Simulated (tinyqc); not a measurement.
Surface Green function of a two-leg ladder, Sancho-Rubio decimation: two steps of the calculation.

A semi-infinite lead of cells 0, 1, 2, ... with H0 inside a cell and H1 = <cell i|H|cell i + 1>. One rung (site 1 on leg a, site 2 on leg b) is a cell; all hoppings enter with a minus sign. z = E + i eta.

Parameters, values chosen for the exercise: energy E = 1.49 eV; broadening eta = 0.01 eV.

Task 1. Decimation. Start with e_s = e = H0, a = H1, b = H1^dagger. Each round: g = (z - e)^(-1); e_s <- e_s + a g b; e <- e + a g b + b g a; a <- a g a; b <- b g b (all with the old a, b). Round k joins cells 2^k apart.

e_s after round 1 (eV):
```
                         1                        2
1   0.68079800-0.00498167i  -0.68234756+0.00260157i
2  -0.68234756+0.00260157i   0.49994381-0.00622046i
```

e after round 1 (eV):
```
                       1                      2
1   1.4476996-0.0114490i  -0.7656191+0.0048566i
2  -0.7656191+0.0048566i   1.2790139-0.0107518i
```

a after round 1 (eV):
```
                         1                       2
1   0.70157621-0.00556702i  0.09707802+0.00109847i
2  -0.29033492+0.00400117i  0.80155338-0.00514015i
```

b after round 1 (eV):
```
                        1                        2
1  0.70157621-0.00556702i  -0.29033492+0.00400117i
2  0.09707802+0.00109847i   0.80155338-0.00514015i
```

Wanted: g; e_s after round 2; e after round 2; a after round 2; b after round 2.

Result 1.

g (1/eV):
```
               1              2
1  -0.364-0.044i   1.325+0.021i
2   1.325+0.021i  -0.072-0.039i
```

e_s after round 2 (eV):
```
                1                2
1  0.6810-0.0207i   0.0943+0.0076i
2  0.0943+0.0076i  -0.1945-0.0307i
```

e after round 2 (eV):
```
                1               2
1  0.7222-0.0459i  0.7110+0.0160i
2  0.7110+0.0160i  0.7406-0.0557i
```

a after round 2 (eV):
```
                 1                2
1  -0.3573-0.0144i   0.7272-0.0045i
2   0.9483+0.0159i  -0.2418-0.0196i
```

b after round 2 (eV):
```
                 1                2
1  -0.3573-0.0144i   0.9483+0.0159i
2   0.7272-0.0045i  -0.2418-0.0196i
```

Task 2. Self-energy, Dyson check and densities of states. Sigma = H1 g_s H1^dagger is what the lead adds to one more cell, and (z - H0 - Sigma)^(-1) must give g_s back. Densities of states: -Im of the diagonals over pi.

H0 (eV):
```
       1      2
1      0  -0.59
2  -0.59  -0.38
```

H1 (eV):
```
    1      2
1  -1  -0.27
2   0   -1.2
```

converged surface Green function g_s (1/eV):
```
                        1                       2
1  0.70310992-0.71578748i  0.08531901+0.25905802i
2  0.08531901+0.25905802i  0.59921687-0.47589489i
```

converged bulk Green function (1/eV):
```
                        1                       2
1  0.01372095-0.86047914i  0.01067918-0.19544423i
2  0.01067918-0.19544423i  0.01250724-0.76972174i
```

Wanted: Sigma; (z - H0 - Sigma)^(-1); surface density of states; bulk density of states.

Result 2.

Sigma (eV):
```
                1               2
1  0.7929-0.6106i  0.2965+0.1567i
2  0.2965+0.1567i  0.8629-0.6853i
```

(z - H0 - Sigma)^(-1) (1/eV):
```
                1               2
1  0.7031-0.7158i  0.0853+0.2591i
2  0.0853+0.2591i  0.5992-0.4759i
```

```
orbital  surface density of states (1/eV)  bulk density of states (1/eV)
1                                  0.2278                         0.2739
2                                  0.1515                         0.2450
```

Computed by the program tinyqc: `OMP_NUM_THREADS=1 python tinyqc.py 2680004 2680005 out.jsonl`, one thread of a shared Intel Xeon 2.30GHz, about 0.06 s for the whole run.
